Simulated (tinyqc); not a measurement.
Input admittance of a MOSFET at zero drain bias: distributed channel and distributed gate: one step of the calculation.

Source and drain grounded, strong inversion, w = 2 pi f, Cox = eps0 eox/tox. The channel is an RC line of resistance 1/(mu Cox Vo) per square fed from both ends, so one finger has the intrinsic admittance y = i w Cox L tanh(g)/g per width, g = (1/2) sqrt(i w tau), tau = L^2/(mu Vo). The vertical resistance rv/L is in series with y, the overlaps 2 i w Cov in parallel: y_t = 1/(1/y + rv/L) + 2 i w Cov. The gate strip is a line of Rsh/L per length loaded by y_t, so a finger has Y = y_t Wf tanh(k)/k, k = (Wf/sd) sqrt(y_t Rsh/L); the device has Nf Y.

Task. Input impedance of the device. k and Y as defined; Z = 1/(Nf Y) = R + 1/(i w C); Q = |Im Z|/R; signal at the point farthest from a contact |1/cosh k|.

Values chosen for this exercise; values of the order met in silicon radio-frequency transistors: channel length L = 0.65 um; finger width Wf = 1.5 um; number of fingers Nf = 32; sheet resistance of the gate Rsh = 4.6 ohm/square; number of ends at which a finger is contacted sd = 2; frequency f = 46 GHz.

y_t = 447.4709+1049.0546i uS/um

Wanted: k; Nf Y; R; C; Q; signal at the far point.

Result.

k = 0.05622+0.03714i
Nf Y = 21.54+50.29i mS
R = 7.195 ohm
C = 205.9 fF
Q = 2.335
signal at the far point = 0.9991

Computed by the program tinyqc: `OMP_NUM_THREADS=1 python tinyqc.py 2262184 2262185 out.jsonl`, one thread of a shared Intel Xeon 2.30GHz, about 0.01 s for the whole run.
